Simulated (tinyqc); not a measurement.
# Changing the crack length L

Model: wafer bonding and layer transfer: bond energy, gap closing, particles, bonding of dissimilar wafers and hydrogen blisters. Computed by tinyqc, a small Python program. Command: `OMP_NUM_THREADS=1 python tinyqc.py 3031316 3031317 out.jsonl bond sweep`. One thread of a shared host (Intel(R) Xeon(R) Processor @ 2.30GHz), about 0.01 s of CPU time with the checks.

gamma is the energy per area of each of the two surfaces; plates are isotropic.

Inputs (values chosen for the exercise, with wafer 1 close to silicon): Young's modulus E1 = 147 GPa; Young's modulus E2 = 86.9 GPa; Poisson ratio nu = 0.24; thickness t1 = 300 micrometre; thickness t2 = 500 micrometre; blade thickness t_b = 100 micrometre; particle radius h = 0.098 micrometre; radius of a shallow gap R = 0.015 mm; half height of the gap h_g = 0.91 nm.

Pair: two different wafers.

Method:
- Two cantilevers opened by t_b: gamma = 3 t_b^2 E1 t1^3 E2 t2^3/(16 L^4 (E1 t1^3 + E2 t2^3)).
- E' = E1/(1 - nu^2), equal wafers of thickness t1 assumed. A gap of radius R closes if h_g < h_c: h_c = R^2/sqrt((2/3) E' t1^3/gamma) for R > 2 t1 (plate bending), h_c = 3.6 sqrt(R gamma/E') for R < 2 t1 (local deformation).
- E' = E1/(1 - nu^2), equal wafers assumed. Void radius in the plate regime: R_v = [(2/3) E' t1^3/gamma]^(1/4) h^(1/2). Below h_crit = 5 sqrt(t1 gamma/E') the wafers deform locally and R_v is of the order of h (taken as h).

One run for each value:
```
crack length L (mm)  bond energy gamma (J/m^2)  void radius (micrometre)  closable height h_c (nm)
7.6                                     1.6337                9.8000e-02                    45.123
8.9                                     0.8687                9.8000e-02                    32.903
10.0                                    0.5450                9.8000e-02                    26.063
12.0                                    0.2628                9.8000e-02                    18.099
14.0                                    0.1419                6.6027e+02                    13.297
16.0                                    0.0832                7.5460e+02                    10.181
19.0                                    0.0418                8.9608e+02                     7.220
22.0                                    0.0233                1.0376e+03                     5.385
```

Over the rows, bond energy gamma (J/m^2) falls from 1.63 to 0.0233 (exponent d ln y / d ln x about -4.0 throughout); void radius (micrometre) rises from 0.0980 to 1040, flat over part of the range; closable height h_c (nm) falls from 45.1 to 5.38 (exponent d ln y / d ln x about -2.0 throughout). The exponent of bond energy gamma stays at -4: beam compliance goes as L^3.
